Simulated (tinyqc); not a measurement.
Comparisons within one model: hole subbands of a hard-walled well, four-band Luttinger model. A value that a table varies takes the place of the one given here.

Hole energies are counted downwards from the unstrained band edge, c = hbar^2/2m0. After the usual block transformation one block is H = [[P + Q - Zs, R - i S], [R + i S, P - Q + Zs]] in (heavy, light), with P +/- Q = c [(g1 +/- g2) k^2 + (g1 -/+ 2 g2) kz^2], R = sqrt(3) c gR k^2, S = 2 sqrt(3) c g3 k kz, kz = -i d/dz; axial approximation gR = (g2 + g3)/2. Zs = b (e_par - e_perp) is the shear part of the strain (the hydrostatic part shifts all levels alike and is left out). Basis sqrt(2/L) sin(n pi z/L), n = 1 to N, for each component: kz^2 gives (n pi/L)^2 and the heavy-light block is R delta_nm - 2 sqrt(3) c g3 k D_nm with D_nm = 4 n m/(L (n^2 - m^2)) for n + m odd, 0 otherwise. The other block has the same levels. The split-off band is left out, a severe simplification for a spin-orbit splitting near 0.04 eV.

Constants: hbar^2/2m0 = 3.80998211 eV angstrom^2.

Values chosen for the exercise (near those of Si; the results hold for these values, not for the real material):
- g1 = 4.3 (Luttinger gamma1)
- g2 = 0.34 (gamma2)
- g3 = 1.44 (gamma3)
- L = 195 angstrom (well width along [001])
- k = 0.024 1/angstrom (wave vector in the plane)
- Zlist = (-0.0179, -0.0103, -0.0054, -0.0032, 0, 0.0058, 0.0126) eV (shear strain energies (negative: tension in the plane, for b < 0))

## Which coupling does what

shear strain energy Zs = -0.055990 eV
N = 20, at the given k. Diagonal: R = S = 0. Along [100] and [110] gR is g2 and g3 instead of their mean.

Hole energies (meV):
```
model         E1      E2     E3     E4
diagonal  -42.37  -27.60  -2.98  31.50
R alone   -42.48  -27.71  -3.09  31.37
S alone   -42.75  -29.16  -6.71  24.17
axial     -42.85  -29.26  -6.81  24.07
[100]     -42.77  -29.17  -6.72  24.16
[110]     -43.02  -29.43  -6.98  23.89
```

What does this show, and why?

The couplings move E1 by -0.48 meV: R alone by -0.10, S alone by -0.38, so S matters more at k L/pi = 1.49 (R grows as k^2 and joins equal n, S as k and joins n of opposite parity). Warping spreads E1 by 0.25 meV between [100] and [110], the hole being heavier along [110]; the axial value lies between them.

## Strain

N = 20. dE is the rise of the top subband from k = 0 to k1 = pi/(4L), m1 = c k1^2/dE (dash if dE is not positive), and the heavy weight is taken at k = pi/L.

Top subband:
```
Zs (eV)  HH1 (meV)  LH1 (meV)  dE (meV)  heavy weight  m1 (m0)
-0.0179       21.5      -13.0     0.218         0.011    0.284
-0.0103       13.9       -5.4     0.205         0.025    0.302
-0.0054        9.0       -0.5     0.186         0.058    0.332
-0.0032        6.8        1.7     0.170         0.106    0.364
0.0000         3.6        4.9     0.208         0.552    0.296
0.0058        -2.2       10.7     0.244         0.961    0.254
0.0126        -9.0       17.5     0.258         0.985    0.240
```

What does this show?

HH1 and LH1 cross at Zs = -2 c g2 (pi/L)^2 = -0.0007 eV; for more negative Zs the light hole is on top. Among the rows with HH1 on top, m1 goes from 0.296 to 0.240 m0 as the splitting widens from 1 to 27 meV, against the unmixed 1/(g1 + g2) = 0.216: compression lightens the holes here. m1 describes the neighbourhood of k = 0 only; where HH1 and LH1 lie close, the band may peak further out.

tinyqc: `OMP_NUM_THREADS=1 python tinyqc.py 1251199 1251200 out.jsonl`; about 0.4 s, one thread, shared Intel(R) Xeon(R) Processor @ 2.30GHz.
